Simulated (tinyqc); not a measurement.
# Threshold of a short bulk MOSFET: charge sharing, barrier lowering, narrow width, step by step

Program tinyqc, `OMP_NUM_THREADS=1 python tinyqc.py 2002165 2002166 out.jsonl`; Intel Xeon 2.30GHz, shared host, one thread, about 0.01 s. Printed values are rounded.

n-channel device on a p-type body, depletion approximation, full ionisation. Uniform doping N = Na. Vbi from Boltzmann statistics is rough for the degenerate source. Cox = eps0 eox/tox.

Inputs (values chosen for the exercise); band and dielectric values close to those of silicon:
```
symbol    value   unit                                                                 meaning
T           300      K                                                             temperature
Eg         1.11     eV                                                                band gap
eps_r      11.9                                                          relative permittivity
Nc      2.76e19  cm^-3                                  conduction-band density of states at T
Nv      2.69e19  cm^-3                                     valence-band density of states at T
eox         3.9         relative permittivity of the gate insulator (close to silicon dioxide)
tox          11     nm                                                     insulator thickness
Na       8.4e16  cm^-3                                                          channel doping
Nsd        1e20  cm^-3                                                 source and drain doping
Vfb       -0.87      V                                     flat-band voltage for the doping Na
xj           98     nm                                                          junction depth
Vbs          -1      V                                                     body-source voltage
Vds         1.2      V                                                    drain-source voltage
W           670     nm                                                              gate width
xw       1.5708                      shape factor of the fringing depletion at the width edges
L           590     nm                                                          channel length
```

Constants: q = 1.602176634e-19 C, kB = 1.380649e-23 J/K, Vt = kB T/q, eps0 = 8.8541878128e-14 F/cm where lengths are in cm. Results are converted to the units shown.

## Long-channel threshold and scales

ni = sqrt(Nc Nv) exp(-Eg/(2 Vt)), Eg in volts; 2 pB = 2 Vt ln(N/ni); flat band Vfb - Vt ln(N/Na); Wd = sqrt(2 eps0 eps_r (2 pB - Vbs)/(q N)); body term q N Wd/Cox; long-channel VT0 = flat band + 2 pB + body term; Vbi = Vt ln(N Nsd/ni^2); scale length l = sqrt((eps_r/eox) tox Wd).

N = 8.4e16 cm^-3
2 pB = 0.8110522 V
flat band = -0.87 V
Wd = 168.3967 nm
body term = 0.7219423 V
VT0 = 0.6629945 V
Vbi = 0.9941388 V
l = 75.18034 nm

## Short-channel and narrow-width shifts

Charge sharing (trapezoid; it ignores Vds): F = (xj/L)(sqrt(1 + 2 Wd/xj) - 1), lowering = body term times F. Barrier lowering: th = exp(-L/(2 l)) + 2 exp(-L/l), lowering = th [2 (Vbi - 2 pB) + Vds], DIBL = th. Narrow width: rise = body term times xw Wd/W. VT by each model = VT0 - lowering + rise.

F = 0.1837649
lowering by charge sharing = 132.6677 mV
th = 0.02054512
lowering of the barrier = 32.17722 mV
DIBL = 20.54512 mV/V
narrow-width rise = 285.0244 mV
VT, charge sharing = 0.8153513 V
VT, barrier lowering = 0.9158417 V

L is 7.85 scale lengths. The charge-sharing lowering is 4.12 times the barrier lowering; the first falls off as 1/L and the second exponentially. Both describe the same loss of gate control, so they are alternatives and are not added.
